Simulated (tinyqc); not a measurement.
From results back to parameters: eight-band Kane k.p model. Four cases, with inputs chosen for the exercise.

Problem. In the Kane model 1/m = A_r + Ep (Eg + 2 Dso/3)/(Eg (Eg + Dso)) and the Roth formula gives g* = 2 - 2 Ep Dso/(3 Eg (Eg + Dso)). The mass and the g factor below were computed from hidden Ep and Dso.

Find: X; Y; Ep; Dso.

Method. Let X = 1/m - A_r and Y = (2 - g*)/2. Then X + Y = Ep/Eg and X - 2 Y = Ep/(Eg + Dso).

Case 1.

Values chosen (out of a larger set: near those of InP; not measured data): Eg = 1.415 eV (gap at Gamma to the s-like level); A_r = 0.3 (remote-band term in 1/m).

m = 0.0682631 m0
g* = 1.29910

Solution.

X = 14.349
Y = 0.350
Ep = 20.80 eV
Dso = 0.109 eV

Case 2.

Values chosen (out of a larger set: near those of GaP; not measured data): Eg = 2.896 eV (gap at Gamma to the s-like level); A_r = 0 (remote-band term in 1/m).

m = 0.0918825 m0
g* = 1.80561

Solution.

X = 10.883
Y = 0.097
Ep = 31.80 eV
Dso = 0.079 eV

Case 3.

Values chosen (out of a larger set: near those of Ge; not measured data): Eg = 0.93 eV (gap at Gamma to the s-like level); A_r = 0.1 (remote-band term in 1/m).

m = 0.0400155 m0
g* = -2.19783

Solution.

X = 24.890
Y = 2.099
Ep = 25.10 eV
Dso = 0.283 eV

Case 4.

Values chosen (out of a larger set: near those of CdTe; not measured data): Eg = 1.538 eV (gap at Gamma to the s-like level); A_r = 0 (remote-band term in 1/m).

m = 0.0894360 m0
g* = -1.12528

Solution.

X = 11.181
Y = 1.563
Ep = 19.60 eV
Dso = 0.895 eV

Computed by tinyqc, one run a case: `OMP_NUM_THREADS=1 python tinyqc.py N N+1 out.jsonl` with N = 1080108, 1080110, 1080111, 1080121; one thread of a shared Intel(R) Xeon(R) Processor @ 2.30GHz, about 0.02 s a run at most.
